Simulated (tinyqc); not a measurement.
Worked calculation: harmonic frequencies on the RHF/6-311g surface (energies and gradients from PySCF), for H2, spin multiplicity 1. One step of it, computed by the program tinyqc.

Problem. One row of the Hessian: 2Hz. Displace 2Hz by +/-0.002 bohr; H(k, :) = (g(+) - g(-)) / (2 delta).

optimised positions (bohr):
```
           x         y         z
1H  0.000000  0.000000  0.091096
2H  0.000000  0.000000  1.473598
```

gradient at +delta (hartree/bohr):
```
             x           y            z
1H  0.00000000  0.00000000  -0.00079724
2H  0.00000000  0.00000000   0.00079724
```

gradient at -delta (hartree/bohr):
```
             x           y            z
1H  0.00000000  0.00000000   0.00080220
2H  0.00000000  0.00000000  -0.00080220
```

Give: row of the Hessian.

Solution.

row of the Hessian (hartree/bohr^2): 1Hx 0.000000, 1Hy 0.000000, 1Hz -0.399860, 2Hx 0.000000, 2Hy 0.000000, 2Hz 0.399860
